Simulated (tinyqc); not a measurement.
# Resistance of a source-drain extension with a graded tip, step by step

Numbers from tinyqc (`OMP_NUM_THREADS=1 python tinyqc.py 2282062 2282063 out.jsonl`; about 0.03 s on one thread of a shared Intel Xeon 2.30GHz). Printed values are rounded.

y runs along the channel, the gate covers y > 0. The doping is N0 for y < y0 and N0 10^(-(y - y0)/la) beyond, uniform over the depth xj. Sheet conductance s(y) = q mu(N) max(N - Nch, 0) xj + (for y > 0) ma Cox Vo, with mu(N) = u0 + (u1 - u0)/(1 + (N/Nr)^au) and Cox = eps0 eox/tox. Current is taken as one-dimensional; depletion of the tip, spreading and the contact are left out. The metallurgical junction lies at yj, where N = Nch.

Parameters, values chosen for the exercise; mobility law close to that of electrons in silicon:
- eox = 7.67 (relative permittivity of the gate insulator (close to silicon nitride))
- tox = 2.2 nm (insulator thickness)
- N0 = 5.6e19 cm^-3 (active doping of the extension far from the gate)
- la = 4.1 nm/decade (lateral abruptness)
- y0 = 1.6 nm (position under the gate where the fall begins (gate edge at 0))
- xj = 19 nm (depth of the extension)
- Nch = 2e18 cm^-3 (channel doping)
- Vo = 0.49 V (gate overdrive)
- ma = 140 cm^2/(V s) (mobility of the gate-induced layer)
- u1 = 1414 cm^2/(V s) (mobility at low doping)
- u0 = 68.5 cm^2/(V s) (mobility at high doping)
- Nr = 9.2e16 cm^-3 (reference doping)
- au = 0.711 (exponent)
- Lg = 45 nm (gate length)

Constants: q = 1.602176634e-19 C, eps0 = 8.8541878128e-14 F/cm where lengths are in cm. Results are converted to the units shown.

## Sheet resistances and junction position

yj = y0 + la log10(N0/Nch); sheet resistance of the full extension 1/[q mu(N0)(N0 - Nch) xj] and of the gate-induced layer 1/(ma Cox Vo); metallurgical length Lg - 2 yj; ye is where the doped and the gate-induced conductances are equal.

yj = 7.53335 nm
sheet resistance of the extension = 737.801 ohm/square
sheet resistance of the induced layer = 4722.31 ohm/square
metallurgical length = 29.9333 nm
ye = 5.15874 nm
N at ye = 7.58930e18 cm^-3

The gate takes over 2.37 nm before the junction, where N is still 3.79 times the channel doping.

## Resistance of the overlapped part

Midpoint rule on 8 equal steps from 0 to yj: R_ov = sum h/s(y), per width.

```
point    y (nm)   N (cm^-3)  doped conductance (uS)  sheet resistance (ohm/square)
0      0.470834      5.6e19                 1355.38                        638.105
1       1.41250      5.6e19                 1355.38                        638.105
2       2.35417  3.66643e19                 921.076                        882.740
3       3.29584  2.16057e19                 571.095                        1277.37
4       4.23751  1.27319e19                 351.973                        1773.89
5       5.17918  7.50271e18                 209.216                        2375.43
6       6.12085  4.42123e18                 109.894                        3108.92
7       7.06251  2.60536e18                 33.6798                        4074.31
```

R_ov = 13.907 ohm um

The exact integral is 13.964 ohm um; the coarse sum is 0.41 % below it.
